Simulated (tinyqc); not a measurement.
## Read current of a NAND string, cells in series solved by shooting: read current against the number of cells

Cells in series, numbered from 0 at the source line (0 V) to the bit line, each followed by a gap resistance Rg. A cell with gate Vg, threshold VT, source Vs and drain Vd passes I = 2 nf K Vt^2 [F(Vs) - F(Vd)]/(1 + th max(Vg - VT, 0)), F(V) = ln^2(1 + exp((Vg - VT - nf V)/(2 nf Vt))). The selected cell has Vg = Vr, the others Vg = Vp.

For a trial current I start at 0 V and, cell by cell, solve for the drain: sqrt(F(Vd)) = sqrt(F(Vs) - I/k), k = 2 nf K Vt^2/(1 + th max(Vg - VT, 0)), Vd = [Vg - VT - 2 nf Vt ln(exp(sqrt F) - 1)]/nf, then add I Rg. The string current is the I for which the last node reaches Vbl. The apparent threshold is the Vr at which I = Is. Background: all other cells erased (VT = Ve) or all in the highest state (VT = Vh); ratio and shift are high over erased and high minus erased. The selected cell is in the middle, cell n/2.

Parameters, values chosen for the exercise; values of the order met in vertical NAND strings:
```
symbol  value    unit                                 meaning
T         300       K                             temperature
K          11  uA/V^2                   gain factor of a cell
nf        1.4                                    slope factor
th       0.09     1/V               mobility reduction factor
Rg          3    kohm     resistance of the gap between cells
Vbl       0.3       V                        bit-line voltage
Vp        7.2       V                            pass voltage
Ve       -1.6       V             threshold of an erased cell
Vh        4.6       V          threshold of the highest state
Vx        1.6       V          threshold of the selected cell
Is         50      nA                         sensing current
Vr       2.37       V  read voltage on the selected word line
```

Constants: q = 1.602176634e-19 C, kB = 1.380649e-23 J/K, Vt = kB T/q. Results are converted to the units shown.

Read current against the number of cells:

| n | I, others erased (uA) | I, others high (uA) | ratio | apparent VT, erased (V) | apparent VT, high (V) | background shift (mV) |
|---|---|---|---|---|---|---|
| 8 | 0.8996 | 0.5674 | 0.6307 | 1.702 | 1.709 | 6.972 |
| 16 | 0.5907 | 0.3239 | 0.5483 | 1.708 | 1.722 | 14.01 |
| 32 | 0.3495 | 0.1740 | 0.4978 | 1.721 | 1.749 | 28.29 |
| 64 | 0.1922 | 0.09032 | 0.4698 | 1.745 | 1.804 | 58.81 |
| 96 | 0.1326 | 0.06098 | 0.4600 | 1.770 | 1.881 | 111.0 |

With erased neighbours the current falls from 0.900 to 0.133 uA, as n^(-0.61) between the first two rows and n^(-0.92) between the last two (-1 once the series resistance rules). The ratio falls from 0.631 to 0.460 and the background shift rises from 6.97 to 111 mV.

Numbers from tinyqc (`OMP_NUM_THREADS=1 python tinyqc.py 2142241 2142242 out.jsonl`; about 0.6 s on one thread of a shared Intel Xeon 2.30GHz).
